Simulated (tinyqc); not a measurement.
Inside a calculation. Method: CIS on RHF in the 6-311g basis, for H2, spin multiplicity 1. Computed by tinyqc, a small Python program that keeps every step (integrals from PySCF). Settings: charge = 0, multiplicity = 1, basis = 6-311g, method = RHF, energy threshold = 1e-10, iteration cap = 70, orthogonalisation = symmetric, start = core, DIIS depth = 6. Command: `OMP_NUM_THREADS=1 python tinyqc.py 21613 21614 out.jsonl` (the two numbers bound the seeds that draw the settings). One thread of a shared host (Intel(R) Xeon(R) Processor @ 2.60GHz), about 0.07 s of CPU time with the checks. The early iterations of the SCF are left out here.

## One-electron integrals

Geometry (angstrom):
```
atom       x       y       z
H     0.0000  0.0000  0.0000
H     0.0000  0.0000  0.8380
```

Basis 6-311g: exponents (1/bohr^2) and contraction coefficients of normalised primitives:
```
element  l (shell)  exponent  coefficient
H            s (1)   33.8650       0.0255
H            s (1)    5.0948       0.1904
H            s (1)    1.1588       0.8522
H            s (2)    0.3258       1.0000
H            s (3)    0.1027       1.0000
```

Overlap, kinetic and nuclear-attraction integrals over the contracted functions; the nuclear repulsion is the sum of Za Zb / Rab.

nuclear repulsion = 0.631476 hartree

overlap S, lower triangle:
```
        1H 1s   1H 2s   1H 3s   2H 1s   2H 2s   2H 3s
1H 1s  1.0000
1H 2s  0.7064  1.0000
1H 3s  0.3737  0.7890  1.0000
2H 1s  0.1913  0.3691  0.2946  1.0000
2H 2s  0.3691  0.6646  0.6486  0.7064  1.0000
2H 3s  0.2946  0.6486  0.8791  0.3737  0.7890  1.0000
```

kinetic energy T (hartree), lower triangle:
```
         1H 1s   1H 2s   1H 3s   2H 1s   2H 2s   2H 3s
1H 1s   2.3043
1H 2s   0.5491  0.4888
1H 3s   0.1063  0.1849  0.1541
2H 1s  -0.0280  0.1622  0.0705  2.3043
2H 2s   0.1622  0.2364  0.1321  0.5491  0.4888
2H 3s   0.0705  0.1321  0.1238  0.1063  0.1849  0.1541
```

nuclear attraction V (hartree), lower triangle:
```
         1H 1s    1H 2s    1H 3s    2H 1s    2H 2s    2H 3s
1H 1s  -2.7423
1H 2s  -1.5042  -1.4978
1H 3s  -0.7484  -1.0100  -0.9472
2H 1s  -0.4611  -0.8065  -0.6006  -2.7423
2H 2s  -0.8065  -1.0643  -0.8654  -1.5042  -1.4978
2H 3s  -0.6006  -0.8654  -0.8622  -0.7484  -1.0100  -0.9472
```

core Hamiltonian H = T + V (hartree), lower triangle:
```
         1H 1s    1H 2s    1H 3s    2H 1s    2H 2s    2H 3s
1H 1s  -0.4379
1H 2s  -0.9551  -1.0090
1H 3s  -0.6420  -0.8251  -0.7931
2H 1s  -0.4892  -0.6443  -0.5301  -0.4379
2H 2s  -0.6443  -0.8279  -0.7333  -0.9551  -1.0090
2H 3s  -0.5301  -0.7333  -0.7383  -0.6420  -0.8251  -0.7931
```

## Two-electron integrals

Functions are numbered as in S; the eight-fold symmetry (ij|kl) = (ji|kl) = (kl|ij) leaves the list below.

Two-electron integrals (ij|kl) in chemists' order, unique and non-zero (hartree):
```
(11|11) 1.3930   (21|11) 0.8230   (21|21) 0.5097   (22|11) 0.8229
(22|21) 0.5430   (22|22) 0.6441   (31|11) 0.4113   (31|21) 0.2578
(31|22) 0.2799   (31|31) 0.1308   (32|11) 0.5437   (32|21) 0.3658
(32|22) 0.4527   (32|31) 0.1898   (32|32) 0.3251   (33|11) 0.4940
(33|21) 0.3401   (33|22) 0.4460   (33|31) 0.1780   (33|32) 0.3318
(33|33) 0.3617   (41|11) 0.1955   (41|21) 0.1250   (41|22) 0.1396
(41|31) 0.0638   (41|32) 0.0954   (41|33) 0.0903   (41|41) 0.0451
(42|11) 0.2712   (42|21) 0.1834   (42|22) 0.2266   (42|31) 0.0953
(42|32) 0.1616   (42|33) 0.1619   (42|41) 0.0728   (42|42) 0.1377
(43|11) 0.1912   (43|21) 0.1310   (43|22) 0.1670   (43|31) 0.0684
(43|32) 0.1210   (43|33) 0.1243   (43|41) 0.0525   (43|42) 0.1046
(43|43) 0.0812   (44|11) 0.6254   (44|21) 0.4347   (44|22) 0.5664
(44|31) 0.2279   (44|32) 0.4127   (44|33) 0.4251   (44|41) 0.1955
(44|42) 0.4131   (44|43) 0.3226   (44|44) 1.3930   (51|11) 0.4131
(51|21) 0.2581   (51|22) 0.2787   (51|31) 0.1308   (51|32) 0.1886
(51|33) 0.1764   (51|41) 0.0728   (51|42) 0.1103   (51|43) 0.0791
(51|44) 0.2712   (51|51) 0.1377   (52|11) 0.4916   (52|21) 0.3286
(52|22) 0.4006   (52|31) 0.1701   (52|32) 0.2854   (52|33) 0.2870
(52|41) 0.1026   (52|42) 0.1818   (52|43) 0.1373   (52|44) 0.4916
(52|51) 0.1818   (52|52) 0.2845   (53|11) 0.3779   (53|21) 0.2579
(53|22) 0.3304   (53|31) 0.1346   (53|32) 0.2420   (53|33) 0.2555
(53|41) 0.0827   (53|42) 0.1568   (53|43) 0.1221   (53|44) 0.4391
(53|51) 0.1442   (53|52) 0.2438   (53|53) 0.2197   (54|11) 0.4347
(54|21) 0.3003   (54|22) 0.3891   (54|31) 0.1572   (54|32) 0.2840
(54|33) 0.2947   (54|41) 0.1250   (54|42) 0.2581   (54|43) 0.2024
(54|44) 0.8230   (54|51) 0.1834   (54|52) 0.3286   (54|53) 0.2959
(54|54) 0.5097   (55|11) 0.5664   (55|21) 0.3891   (55|22) 0.5045
(55|31) 0.2034   (55|32) 0.3713   (55|33) 0.3940   (55|41) 0.1396
(55|42) 0.2787   (55|43) 0.2201   (55|44) 0.8229   (55|51) 0.2266
(55|52) 0.4006   (55|53) 0.3676   (55|54) 0.5430   (55|55) 0.6441
(61|11) 0.3226   (61|21) 0.2024   (61|22) 0.2201   (61|31) 0.1027
(61|32) 0.1494   (61|33) 0.1402   (61|41) 0.0525   (61|42) 0.0791
(61|43) 0.0568   (61|44) 0.1912   (61|51) 0.1046   (61|52) 0.1373
(61|53) 0.1089   (61|54) 0.1310   (61|55) 0.1670   (61|61) 0.0812
(62|11) 0.4391   (62|21) 0.2959   (62|22) 0.3676   (62|31) 0.1536
(62|32) 0.2646   (62|33) 0.2709   (62|41) 0.0827   (62|42) 0.1442
(62|43) 0.1089   (62|44) 0.3779   (62|51) 0.1568   (62|52) 0.2438
(62|53) 0.2095   (62|54) 0.2579   (62|55) 0.3304   (62|61) 0.1221
(62|62) 0.2197   (63|11) 0.4175   (63|21) 0.2880   (63|22) 0.3797
(63|31) 0.1509   (63|32) 0.2834   (63|33) 0.3113   (63|41) 0.0825
(63|42) 0.1541   (63|43) 0.1201   (63|44) 0.4175   (63|51) 0.1541
(63|52) 0.2606   (63|53) 0.2379   (63|54) 0.2880   (63|55) 0.3797
(63|61) 0.1201   (63|62) 0.2379   (63|63) 0.2795   (64|11) 0.2279
(64|21) 0.1572   (64|22) 0.2034   (64|31) 0.0822   (64|32) 0.1486
(64|33) 0.1547   (64|41) 0.0638   (64|42) 0.1308   (64|43) 0.1027
(64|44) 0.4113   (64|51) 0.0953   (64|52) 0.1701   (64|53) 0.1536
(64|54) 0.2578   (64|55) 0.2799   (64|61) 0.0684   (64|62) 0.1346
(64|63) 0.1509   (64|64) 0.1308   (65|11) 0.4127   (65|21) 0.2840
(65|22) 0.3713   (65|31) 0.1486   (65|32) 0.2752   (65|33) 0.2970
(65|41) 0.0954   (65|42) 0.1886   (65|43) 0.1494   (65|44) 0.5437
(65|51) 0.1616   (65|52) 0.2854   (65|53) 0.2646   (65|54) 0.3658
(65|55) 0.4527   (65|61) 0.1210   (65|62) 0.2420   (65|63) 0.2834
(65|64) 0.1898   (65|65) 0.3251   (66|11) 0.4251   (66|21) 0.2947
(66|22) 0.3940   (66|31) 0.1547   (66|32) 0.2970   (66|33) 0.3329
(66|41) 0.0903   (66|42) 0.1764   (66|43) 0.1402   (66|44) 0.4940
(66|51) 0.1619   (66|52) 0.2870   (66|53) 0.2709   (66|54) 0.3401
(66|55) 0.4460   (66|61) 0.1243   (66|62) 0.2555   (66|63) 0.3113
(66|64) 0.1780   (66|65) 0.3318   (66|66) 0.3617
```

## Orthogonalisation

S = U s U^T; symmetric (Loewdin) form X = U s^(-1/2) U^T, so that X^T S X = 1.

eigenvalues of S: 0.0381  0.1354  0.2220  0.8058  1.0049  3.7938

X, lower triangle:
```
         1H 1s    1H 2s    1H 3s    2H 1s    2H 2s   2H 3s
1H 1s   1.3755
1H 2s  -0.7538   2.3111
1H 3s   0.2164  -1.1119   2.6083
2H 1s   0.0203  -0.0102  -0.0367   1.3755
2H 2s  -0.0102  -0.5344   0.3443  -0.7538   2.3111
2H 3s  -0.0367   0.3443  -1.4357   0.2164  -1.1119  2.6083
```

## Iteration 6 (converged): orbitals

converged F (hartree), lower triangle:
```
         1H 1s    1H 2s    1H 3s    2H 1s    2H 2s    2H 3s
1H 1s   0.6274
1H 2s  -0.4083  -0.3387
1H 3s  -0.4491  -0.3772  -0.2597
2H 1s  -0.4609  -0.4723  -0.4169   0.6274
2H 2s  -0.4723  -0.4662  -0.3977  -0.4083  -0.3387
2H 3s  -0.4169  -0.3977  -0.2802  -0.4491  -0.3772  -0.2597
```

Diagonalise F' = X^T F X, C = X C', fill 1 alpha and 1 beta electrons from the bottom; D = 2 C_occ C_occ^T. Each column has its largest component positive (the first on a tie).

F' = X^T F X (hartree), lower triangle:
```
         1        2        3        4        5       6
1   1.7027
2  -1.1744   0.9471
3   0.0111  -0.3813   0.1914
4  -0.2089  -0.1890  -0.1352   1.7027
5  -0.1890  -0.2203  -0.0309  -1.1744   0.9471
6  -0.1352  -0.0309  -0.1297   0.0111  -0.3813  0.1914
```

orbital energies (hartree): MO1 -0.5677, MO2 0.1530, MO3 0.3140, MO4 0.6098, MO5 2.5359, MO6 2.6373

coefficients C:
```
          MO1      MO2      MO3      MO4      MO5      MO6
1H 1s  0.1784   0.0894  -0.0469  -0.0940  -1.1172  -1.1000
1H 2s  0.3024   0.0098  -0.7544  -1.5564   1.2265   1.7213
1H 3s  0.1412   1.9507   0.8633   2.0464  -0.4827  -1.1296
2H 1s  0.1784  -0.0894  -0.0469   0.0940  -1.1172   1.1000
2H 2s  0.3024  -0.0098  -0.7544   1.5564   1.2265  -1.7213
2H 3s  0.1412  -1.9507   0.8633  -2.0464  -0.4827   1.1296
```

D after iteration 6, lower triangle:
```
        1H 1s   1H 2s   1H 3s   2H 1s   2H 2s   2H 3s
1H 1s  0.0637
1H 2s  0.1079  0.1829
1H 3s  0.0504  0.0854  0.0399
2H 1s  0.0637  0.1079  0.0504  0.0637
2H 2s  0.1079  0.1829  0.0854  0.1079  0.1829
2H 3s  0.0504  0.0854  0.0399  0.0504  0.0854  0.0399
```

## Convergence

Stop when the energy changes by less than 1e-10 hartree and every element of the error matrix X^T (F D S - S D F) X is below 3e-06.

Course of the cycle:
```
iteration  E (hartree)     change  largest element of the error matrix
1            -1.078921          -                             1.13e-01
2            -1.119620  -4.07e-02                             1.93e-02
3            -1.121497  -1.88e-03                             2.43e-03
4            -1.121515  -1.81e-05                             5.97e-05
5            -1.121515  -2.11e-08                             2.83e-07
6            -1.121515  -3.00e-13                             1.40e-07
```

PySCF RHF in the same basis = -1.121515 hartree

Converged in 6 iterations.

## Integrals over molecular orbitals

(pq|rs) = sum C_ip C_jq C_kr C_ls (ij|kl), one index at a time.

one-electron integrals over orbitals h = C^T H C (hartree), lower triangle:
```
         1        2        3        4       5       6
1  -1.1853
2   0.0000  -0.5023
3   0.1290   0.0000  -0.3545
4   0.0000   0.2084   0.0000  -0.2612
5   0.0833   0.0000  -0.1607   0.0000  1.3737
6   0.0000   0.0247   0.0000  -0.2189  0.0000  1.4225
```

Two-electron integrals over orbitals (pq|rs), unique and non-zero (hartree):
```
(11|11) 0.6176    (21|21) 0.0549    (22|11) 0.3551    (22|22) 0.3035
(31|11) -0.1290   (31|22) -0.0294   (31|31) 0.0547    (32|21) 0.0207
(32|32) 0.0360    (33|11) 0.3616    (33|22) 0.2760    (33|31) -0.0371
(33|33) 0.2818    (41|21) -0.0678   (41|32) -0.0028   (41|41) 0.1035
(42|11) -0.1381   (42|22) -0.0495   (42|31) 0.0424    (42|33) -0.0478
(42|42) 0.0578    (43|21) 0.0367    (43|32) 0.0174    (43|41) -0.0450
(43|43) 0.0312    (44|11) 0.4873    (44|22) 0.3299    (44|31) -0.0822
(44|33) 0.3121    (44|42) -0.1035   (44|44) 0.4240    (51|11) -0.0833
(51|22) -0.0127   (51|31) 0.0468    (51|33) -0.0221   (51|42) 0.0277
(51|44) -0.0570   (51|51) 0.0815    (52|21) -0.0031   (52|32) 0.0038
(52|41) 0.0106    (52|43) -0.0091   (52|52) 0.0129    (53|11) 0.1037
(53|22) 0.0332    (53|31) -0.0385   (53|33) 0.0350    (53|42) -0.0355
(53|44) 0.0716    (53|51) -0.0428   (53|53) 0.0354    (54|21) 0.0118
(54|32) -0.0187   (54|41) -0.0357   (54|43) 0.0132    (54|52) -0.0205
(54|54) 0.0462    (55|11) 0.6219    (55|22) 0.3498    (55|31) -0.1360
(55|33) 0.3605    (55|42) -0.1406   (55|44) 0.4917    (55|51) -0.1236
(55|53) 0.1218    (55|55) 0.6784    (61|21) -0.0289   (61|32) 0.0162
(61|41) 0.0626    (61|43) -0.0300   (61|52) 0.0287    (61|54) -0.0600
(61|61) 0.0883    (62|11) -0.0268   (62|22) 0.0099    (62|31) 0.0221
(62|33) -0.0022   (62|42) 0.0058    (62|44) -0.0127   (62|51) 0.0359
(62|53) -0.0160   (62|55) -0.0463   (62|62) 0.0233    (63|21) 0.0310
(63|32) -0.0026   (63|41) -0.0508   (63|43) 0.0219    (63|52) -0.0108
(63|54) 0.0300    (63|61) -0.0466   (63|63) 0.0326    (64|11) 0.1407
(64|22) 0.0292    (64|31) -0.0607   (64|33) 0.0444    (64|42) -0.0469
(64|44) 0.0924    (64|51) -0.0753   (64|53) 0.0508    (64|55) 0.1755
(64|62) -0.0367   (64|64) 0.0889    (65|21) 0.0917    (65|32) 0.0045
(65|41) -0.1417   (65|43) 0.0700    (65|52) -0.0353   (65|54) 0.0832
(65|61) -0.1317   (65|63) 0.0889    (65|65) 0.2644    (66|11) 0.6516
(66|22) 0.3661    (66|31) -0.1515   (66|33) 0.3681    (66|42) -0.1540
(66|44) 0.5221    (66|51) -0.1566   (66|53) 0.1392    (66|55) 0.7225
(66|62) -0.0554   (66|64) 0.2011    (66|66) 0.7889
```

## CIS matrix, singlets

A(ia,jb) = (e_a - e_i) d_ij d_ab + 2 (ia|jb) - (ij|ab).

CIS matrix A, singlet (hartree), lower triangle:
```
         1>2      1>3      1>4     1>5     1>6
1>2   0.4753
1>3   0.0000   0.6295
1>4   0.0025   0.0000   0.8972
1>5   0.0000  -0.0101   0.0000  2.6448
1>6  -0.0310   0.0000  -0.0156  0.0000  2.7301
```

## CIS singlet states

dipole integrals <i|r|a> (bohr):
```
          x       y        z
1>2  0.0000  0.0000  -1.0119
1>3  0.0000  0.0000   0.0000
1>4  0.0000  0.0000   0.4622
1>5  0.0000  0.0000   0.0000
1>6  0.0000  0.0000  -0.0093
```

Diagonalise A (1 hartree = 27.211386 eV); each vector has its largest component positive (the first on a tie). The transition dipole is mu = sqrt2 sum c_ia <i|r|a>.

singlet excitation energies (eV): 12.9226  17.1273  24.4119  71.9697  74.3050

lowest vectors:
```
     state 1  state 2  state 3  state 4  state 5
1>2   0.9999   0.0000   0.0052   0.0000  -0.0138
1>3   0.0000   1.0000   0.0000  -0.0050   0.0000
1>4  -0.0053   0.0000   0.9999   0.0000  -0.0085
1>5   0.0000   0.0050   0.0000   1.0000   0.0000
1>6   0.0137   0.0000   0.0086   0.0000   0.9999
```

oscillator strengths 2/3 w |mu|^2: 0.6515  0.0000  0.2497  0.0000  0.0000

## CIS matrix, triplets

A(ia,jb) = (e_a - e_i) d_ij d_ab - (ij|ab).

CIS matrix A, triplet (hartree), lower triangle:
```
        1>2      1>3      1>4     1>5     1>6
1>2  0.3656
1>3  0.0000   0.5201
1>4  0.1381   0.0000   0.6903
1>5  0.0000  -0.1037   0.0000  2.4817
1>6  0.0268   0.0000  -0.1407  0.0000  2.5534
```

## CIS triplet states

Diagonalise A (1 hartree = 27.211386 eV); each vector has its largest component positive (the first on a tie).

triplet excitation energies (eV): 8.4996  14.0041  19.9418  67.6807  69.7728

lowest vectors:
```
     state 1  state 2  state 3  state 4  state 5
1>2   0.9346   0.0000   0.3555   0.0000   0.0075
1>3   0.0000   0.9986   0.0000  -0.0527   0.0000
1>4  -0.3540   0.0000   0.9323   0.0000  -0.0743
1>5   0.0000   0.0527   0.0000   0.9986   0.0000
1>6  -0.0334   0.0000   0.0668   0.0000   0.9972
```
